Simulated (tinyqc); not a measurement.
# Pinning factor and decay constant from two barriers

Problem. phiB = S (phiM - chi) + (1 - S)(Eg - E0) with S = 1/(1 + (1/S0 - 1) exp(-be ti)). Find S0, S at the given thickness and be.

Parameters, values chosen for the exercise; semiconductor values close to those of germanium; interlayer mass of the order of that in aluminium oxide, offset chosen freely:

| symbol | value | unit | meaning |
|---|---|---|---|
| Eg | 0.644 | eV | band gap |
| chi | 3.91 | eV | electron affinity |
| E0 | 0.088 | eV | charge-neutrality level above the valence band |
| phiM | 4.21 | eV | metal work function |

phiB at ti = 0, 0.4 nm (eV): 0.54345600  0.51860386

Answer. Each barrier gives its S by linear interpolation between the pinned and the unpinned value; the ratio of the two values of 1/S - 1 is exp(be ti).

S0 = 0.04900
S = 0.1461
be = 3.000 1/nm

Numbers from tinyqc (`OMP_NUM_THREADS=1 python tinyqc.py 2270111 2270112 out.jsonl`; about 0.03 s on one thread of a shared Intel Xeon 2.30GHz).
